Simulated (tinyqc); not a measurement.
Silicon n-p-n transistor, Gummel numbers and transit times: effect of the neutral base width.

One-dimensional n-p-n transistor in the forward active mode at low injection. In the base p(x) = NB exp(-eta x/wb) and ni(x)^2 = ni^2 exp((g0 + g1 x/wb)/Vt); electrons leave the base at vsat; band spikes at the emitter junction and recombination inside the emitter are ignored.

f(x) = p(x) ni^2/ni(x)^2; I(x) = integral from x to wb of f/Dn, plus f(wb)/vsat; base Gummel number GB = I(0); electron density per unit flux n/(J/q) = I/f; base transit time tauB = integral of I/f over the base. ni = sqrt(Nc Nv) exp(-Eg/(2 Vt)), Eg in volts; GE = NE exp(-gE/Vt)(we/Dp + 1/Se); JC = J0 exp(VBE/Vt), J0 = q ni^2/GB; gain limited by back injection GE/GB, by base recombination tb/tauB, together 1/beta = the sum of the inverses; collector layer one-sided, Wc = sqrt(2 eps0 eps_r (Vbc + VCB)/(q NC)), Vbc = Vt ln(p(wb) NC/ni^2), Cjc = eps0 eps_r/Wc; Early voltage VA = GB q p(wb)/(f(wb) Cjc [1/Dn - (eta + g1/Vt)/(wb vsat)]), f(wb) = p(wb) exp(-(g0 + g1)/Vt), p(wb) = NB exp(-eta); tauC = Wc/(2 vsat). Peak fT here means 1/(2 pi (tauB + tauC + Rc Cjc)); base sheet resistance 1/(q mp times the integral of p).

Values chosen for this exercise; band and dielectric values close to those of silicon: temperature T = 400 K; band gap Eg = 1.1 eV; relative permittivity eps_r = 11.9; conduction-band density of states at T Nc = 4.36e19 cm^-3; valence-band density of states at T Nv = 4.11e19 cm^-3; saturation velocity vsat = 9.87e6 cm/s; base doping at the emitter edge NB = 7.7e17 cm^-3; doping falls as exp(-eta x/wb) eta = 0; gap reduction at the emitter edge of the base g0 = 0 eV; further gap reduction across the base (linear) g1 = 0 eV; electron diffusion coefficient in the base Dn = 10 cm^2/s; emitter doping NE = 2.7e20 cm^-3; gap reduction in the emitter (negative: wider gap) gE = 0.105 eV; neutral emitter width we = 200 nm; hole diffusion coefficient in the emitter Dp = 0.91 cm^2/s; recombination velocity at the emitter contact Se = 4e6 cm/s; electron lifetime in the base tb = 3e-7 s; collector doping NC = 2.8e16 cm^-3; collector-base reverse bias VCB = 1.6 V; emitter plus collector resistance Rc = 50 ohm um^2; hole mobility in the base mp = 160 cm^2/(V s).

Constants: q = 1.602176634e-19 C, kB = 1.380649e-23 J/K, Vt = kB T/q, eps0 = 8.8541878128e-14 F/cm where lengths are in cm. Results are converted to the units shown.

The same in every row: tauC (ps) = 1.669.

Result of one run:
```
GB (s/cm^4)	GE/GB	tb/tauB	beta	VA (V)	tauB (ps)	peak fT (GHz)	base sheet resistance (kohm)
3.552e11	803.2	2.962e5	801.0	17.79	1.013	59.01	14.07
```

Which neutral base width wb gave this result: 24, 36, 79 or 260 nm?

wb = 36 nm.

The whole series:
```
wb (nm)	GB (s/cm^4)	GE/GB	tb/tauB	beta	VA (V)	tauB (ps)	peak fT (GHz)	base sheet resistance (kohm)
24	2.628e11	1086	5.648e5	1084	13.16	0.5312	71.83	21.11
36	3.552e11	803.2	2.962e5	801.0	17.79	1.013	59.01	14.07
53	4.861e11	586.9	1.545e5	584.7	24.35	1.941	43.89	9.559
79	6.863e11	415.7	7.651e4	413.5	34.37	3.921	28.39	6.413
120	1.002e12	284.7	3.565e4	282.5	50.19	8.416	15.76	4.222
170	1.387e12	205.7	1.855e4	203.4	69.47	16.17	8.913	2.980
260	2.080e12	137.2	8234	134.9	104.2	36.43	4.175	1.949
380	3.004e12	94.98	3945	92.74	150.5	76.05	2.047	1.333
```

As wb goes from 24 to 380, beta falls from 1080 to 92.7, VA rises from 13.2 to 150 V, the peak fT falls from 71.8 to 2.05 GHz and the base sheet resistance falls from 21.1 to 1.33 kohm. The product beta VA changes by a factor of 0.978. Back injection limits the gain in every row. tauB goes as wb^(1.80), between the 2 of diffusion and the 1 of the exit-velocity term.

Range of the model: Heavy doping makes emitter or base degenerate; gE and g0 are to be read as apparent gap changes that include this.

tinyqc, about 0.01 s, one thread, Intel Xeon 2.30GHz (shared host): `OMP_NUM_THREADS=1 python tinyqc.py 2320061 2320062 out.jsonl`
